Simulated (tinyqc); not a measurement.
# Electron continuity equation in a given potential, Scharfetter-Gummel discretisation: three discretisations compared

Steady state in one dimension: J = q mu n E + q D dn/dx with E = -dpsi/dx and D = mu Vt, dJ/dx = q (n/tau - G), fixed densities nL and nR at the ends. The potential is given, psi = 0 for x < L/2 and U (2 x/L - 1) beyond, and is not changed by the electrons.

9 equal intervals. Fluxes J_i = (q D/h)(n_(i+1) P_i - n_i Q_i), d_i = (psi_(i+1) - psi_i)/Vt: Scharfetter-Gummel P = B(d), Q = B(-d), B(d) = d/(exp(d) - 1); central P = 1 - d/2, Q = 1 + d/2; upwind P = 1 + max(-d, 0), Q = 1 + max(d, 0). Balance at each inner node: J_i - J_(i-1) = q h (n_i/tau - G). The reference is Scharfetter-Gummel on 1800 intervals.

Values chosen for this exercise; mobility close to that of gallium nitride at room temperature:
- T = 300 K (temperature)
- mu = 984 cm^2/(V s) (electron mobility)
- L = 13 um (length of the region)
- nL = 1.6e13 cm^-3 (density at x = 0)
- nR = 0 cm^-3 (density at x = L)
- tau = 1.1e-7 s (lifetime)
- G = 2.9e20 cm^-3 s^-1 (uniform generation rate)
- U = 0.46 V (potential difference psi(L) - psi(0))

Constants: q = 1.602176634e-19 C, kB = 1.380649e-23 J/K, Vt = kB T/q. Results are converted to the units shown.

Densities (cm^-3):

| node | Scharfetter-Gummel | central | upwind | reference |
|---|---|---|---|---|
| 0 | 1.600e13 | 1.600e13 | 1.600e13 | 1.600e13 |
| 1 | 1.272e13 | 1.274e13 | 1.267e13 | 1.294e13 |
| 2 | 9.287e12 | 9.342e12 | 9.205e12 | 9.744e12 |
| 3 | 5.691e12 | 5.774e12 | 5.567e12 | 6.380e12 |
| 4 | 1.899e12 | 2.011e12 | 1.732e12 | 2.825e12 |
| 5 | 1.075e12 | 1.037e12 | 1.097e12 | 9.974e11 |
| 6 | 1.133e12 | 1.155e12 | 1.146e12 | 1.056e12 |
| 7 | 1.190e12 | 1.030e12 | 1.161e12 | 1.113e12 |
| 8 | 1.224e12 | 1.646e12 | 1.005e12 | 1.148e12 |
| 9 | 0 | 0 | 0 | 0 |

What does the comparison show, and why?

Largest errors as a share of the largest reference density listed: Scharfetter-Gummel 5.8 %, central 5.1 %, upwind 6.8 %. The largest |d| is 3.95. Central differences oscillate from node to node, since P or Q changes sign once |d| exceeds 2. Upwinding stays positive but acts as if D were larger by the factor 1 + |d|/2, up to 2.98 here.

tinyqc, about 0.01 s, one thread, Intel Xeon 2.30GHz (shared host): `OMP_NUM_THREADS=1 python tinyqc.py 2220026 2220027 out.jsonl`
